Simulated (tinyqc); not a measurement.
# Trap density from one capacitance

Question. Traps spread evenly through the insulator exchange electrons with the semiconductor by tunnelling, with tau(x) = t0 exp(2 ka x) at depth x from the interface. The admittance per area Y seen at depth x obeys dY/dx = -Y^2/(i w eps0 eox) + q Nb ln(1 + i w tau)/tau, with Y(0) = i w Cs and w = 2 pi f; the gate sees Y(tox) = G + i w C. Working variable y = Y/(i w), in uF/cm^2. Cox = eps0 eox/tox. Find Nb and G/w.

Values chosen for this exercise: relative permittivity of the insulator eox = 3.75; insulator thickness tox = 8.6 nm; semiconductor capacitance in accumulation Cs = 0.89 uF/cm^2; decay constant of the wave function in the insulator ka = 4.5 1/nm; time constant of a trap at the interface t0 = 4e-11 s; frequency f = 1000 Hz.

Constants: q = 1.602176634e-19 C, eps0 = 8.8541878128e-14 F/cm where lengths are in cm. Results are converted to the units shown.

C = 0.36790231 uF/cm^2

Solution. C rises steadily with Nb, so one density matches; in practice ka and t0 must come from the frequency dependence.

Nb = 5.000e19 cm^-3 eV^-1
G/w = 0.008674 uF/cm^2

Numbers from tinyqc (`OMP_NUM_THREADS=1 python tinyqc.py 2202165 2202166 out.jsonl`; about 0.7 s on one thread of a shared Intel Xeon 2.30GHz).
